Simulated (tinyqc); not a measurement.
## Channel mobility from two channel lengths

Inverse problem. Two power MOSFETs differ only in channel length: R_on = R_rest + Lc (Wp + a)/(2 mch Cox Vov), Cox = 3.9 eps0/tox. Find mch and R_rest.

Values chosen for this exercise:
```
symbol  value  unit                                             meaning
tox        96    nm                    gate oxide thickness (eps_r 3.9)
Vov        11     V                                      gate overdrive
Wp        1.7    um  width of the p body in one cell, channels included
a           2    um                   gap between neighbouring p bodies
```

Constants: eps0 = 8.8541878128e-14 F/cm where lengths are in cm. Results are converted to the units shown.

R_on at Lc = 0.23 and 0.44 um (mohm cm^2): 7.4444061  7.6675596

Answer. R_on is a straight line in Lc; its slope gives mch and its intercept the rest.

mch = 44.00 cm^2/(V s)
R_rest = 7.200 mohm cm^2

Numbers from tinyqc (`OMP_NUM_THREADS=1 python tinyqc.py 2230046 2230047 out.jsonl`; about 0.01 s on one thread of a shared Intel Xeon 2.30GHz).
